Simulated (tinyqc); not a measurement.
Well width from the intersubband spacing.

Problem. In an empty well of width L and depth Vb, level k solves kw L/2 = (k - 1) pi/2 + arctan(sqrt((mw/mb)(Vb - E)/E)) with kw = sqrt(mw E/C), C = hbar^2/(2 m0). Find L, E1 and E2 from the spacing.

Values chosen for this exercise; material values close to those of In0.53Ga0.47As in InAlAs: mass along z in the well mw = 0.0408 m0; mass along z in the barriers mb = 0.0754 m0; barrier height Vb = 0.511 eV.

Constants: q = 1.602176634e-19 C, hbar = 1.054571817e-34 J s, m0 = 9.1093837015e-31 kg, hbar^2/(2 m0) = 0.0380998212 eV nm^2. Results are converted to the units shown.

E2 - E1 = 175.23343 meV

Solution. Both levels are solved for trial widths until their difference matches. A second level is bound only for L above 4.25 nm, and over that range one width gives this spacing.

L = 9.00 nm
E1 = 57.7 meV
E2 = 233 meV

Computed by the program tinyqc: `OMP_NUM_THREADS=1 python tinyqc.py 2140011 2140012 out.jsonl`, one thread of a shared Intel Xeon 2.30GHz, about 0.1 s for the whole run.
